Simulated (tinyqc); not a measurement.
# Worked calculation: carrier lifetime of a p-type layer with SRH, radiative, Auger and surface recombination

Numbers from tinyqc (`OMP_NUM_THREADS=1 python tinyqc.py 2300125 2300126 out.jsonl`; about 0.01 s on one thread of a shared Intel Xeon 2.30GHz). Printed values are rounded.

Uniform excess density dn = dp (no trapping), n = n0 + dn, p = p0 + dn, Boltzmann statistics, full ionisation. Surfaces enter as a rate 2 S dn/d, which holds while diffusion to them is fast.

Inputs (values chosen for the exercise); band and dielectric values close to those of cadmium telluride:
```
symbol,value,unit,meaning
T,300,K,temperature
Eg,1.52,eV,band gap
Nc,8.11e17,cm^-3,conduction-band density of states at T
Nv,1.77e19,cm^-3,valence-band density of states at T
B,2.04e-10,cm^3/s,radiative coefficient
N,2.5e15,cm^-3,acceptor density
Cn,2.9e-30,cm^6/s,Auger coefficient (two electrons)
Cp,6.6e-31,cm^6/s,Auger coefficient (two holes)
Nt,2.2e12,cm^-3,trap density
sn,2e-14,cm^2,capture cross-section for electrons
sp,2e-16,cm^2,capture cross-section for holes
vth,1.1e7,cm/s,thermal velocity (both carriers)
Et,0.94,eV,trap level below the conduction band
S,0,cm/s,surface recombination velocity (both faces)
d,200,um,sample thickness
G,2.8e20,cm^-3 s^-1,generation rate
```

Constants: q = 1.602176634e-19 C, kB = 1.380649e-23 J/K, Vt = kB T/q. Results are converted to the units shown.

## Equilibrium densities and SRH constants

ni = sqrt(Nc Nv) exp(-Eg/(2 Vt)), Eg in volts; majority density N/2 + sqrt(N^2/4 + ni^2), n0 p0 = ni^2; n1 = Nc exp(-Et/Vt), p1 = Nv exp((Et - Eg)/Vt); tn0 = 1/(sn vth Nt), tp0 = 1/(sp vth Nt).

ni = 6.47231e5 cm^-3
n0 = 1.67563e-4 cm^-3
p0 = 2.5e15 cm^-3
n1 = 131.134 cm^-3
p1 = 3.19449e9 cm^-3
tn0 = 2.06612e-6 s
tp0 = 2.06612e-4 s

## Starting value

dn = 2e15 cm^-3.

dn at the start = 2e15 cm^-3

## Iteration 1: new dn

With e = n p - ni^2 = dn (n0 + p0 + dn): U_SRH = e/(tp0 (n + n1) + tn0 (p + p1)), U_rad = B e, U_Aug = (Cn n + Cp p) e, U_s = 2 S dn/d. Newton step on ln U(ln dn) = ln G, U the sum: k = d ln U/d ln dn (central difference over factors 1.0001), dn(new) = dn (G/U)^(1/k).

U_SRH = 2.13007e19 cm^-3 s^-1
U_rad = 1.836e21 cm^-3 s^-1
U_Aug = 7.893e16 cm^-3 s^-1
U_s = 0 cm^-3 s^-1
k = 1.43315
dn after iteration 1 = 5.34132e14 cm^-3

## Iteration 2: new dn

As before.

U_SRH = 1.38958e19 cm^-3 s^-1
U_rad = 3.30608e20 cm^-3 s^-1
U_Aug = 5.75566e15 cm^-3 s^-1
U_s = 0 cm^-3 s^-1
k = 1.13750
dn after iteration 2 = 4.45133e14 cm^-3

## Iteration 3: new dn

As before.

U_SRH = 1.33699e19 cm^-3 s^-1
U_rad = 2.67439e20 cm^-3 s^-1
U_Aug = 4.24058e15 cm^-3 s^-1
U_s = 0 cm^-3 s^-1
k = 1.10605
dn after iteration 3 = 4.43967e14 cm^-3

## Course of the iteration

Stop when the step is below 1e-10 of the value, or after 40 iterations.

Course of the iteration:
```
iteration  dn before the step (cm^-3)  step (cm^-3)
1                                2e15      -1.47e15
2                          5.34132e14      -8.90e13
3                          4.45133e14      -1.17e12
4                          4.43967e14       -2.30e8
5                          4.43967e14         < 1e3
```

Converged in 5 iterations.

## Lifetime, shares and quasi-Fermi splitting

converged dn = 4.43967e14 cm^-3

With e = n p - ni^2 = dn (n0 + p0 + dn): U_SRH = e/(tp0 (n + n1) + tn0 (p + p1)), U_rad = B e, U_Aug = (Cn n + Cp p) e, U_s = 2 S dn/d. tau = dn/U, shares of U, splitting Vt ln(n p/ni^2), radiative efficiency U_rad/U.

tau = 1.58560e-6 s
shares (%): SRH 4.7724, radiative 95.2261, Auger 0.0015, surface 0.0000
quasi-Fermi splitting = 1.10089 V

Radiative recombination takes the largest share. dn is 0.18 times the doping: intermediate injection.
